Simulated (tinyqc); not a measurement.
Input admittance of a MOSFET at zero drain bias: distributed channel and distributed gate: one step of the calculation.

Source and drain grounded, strong inversion, w = 2 pi f, Cox = eps0 eox/tox. The channel is an RC line of resistance 1/(mu Cox Vo) per square fed from both ends, so one finger has the intrinsic admittance y = i w Cox L tanh(g)/g per width, g = (1/2) sqrt(i w tau), tau = L^2/(mu Vo). The vertical resistance rv/L is in series with y, the overlaps 2 i w Cov in parallel: y_t = 1/(1/y + rv/L) + 2 i w Cov. The gate strip is a line of Rsh/L per length loaded by y_t, so a finger has Y = y_t Wf tanh(k)/k, k = (Wf/sd) sqrt(y_t Rsh/L); the device has Nf Y.

Problem. Input impedance of the device. k and Y as defined; Z = 1/(Nf Y) = R + 1/(i w C); Q = |Im Z|/R; signal at the point farthest from a contact |1/cosh k|.

Inputs (values chosen for the exercise); values of the order met in silicon radio-frequency transistors:
- L = 0.16 um (channel length)
- Wf = 16 um (finger width)
- Nf = 8 (number of fingers)
- Rsh = 7.5 ohm/square (sheet resistance of the gate)
- sd = 2 (number of ends at which a finger is contacted)
- f = 6 GHz (frequency)

y_t = 1.03911+119.35027i uS/um

Find: k; Nf Y; R; C; Q; signal at the far point.

Solution.

k = 0.4250+0.4213i
Nf Y = 1.91+14.99i mS
R = 8.374 ohm
C = 404.1 fF
Q = 7.838
signal at the far point = 0.9880

Computed by the program tinyqc: `OMP_NUM_THREADS=1 python tinyqc.py 2262112 2262113 out.jsonl`, one thread of a shared Intel Xeon 2.30GHz, about 0.01 s for the whole run.
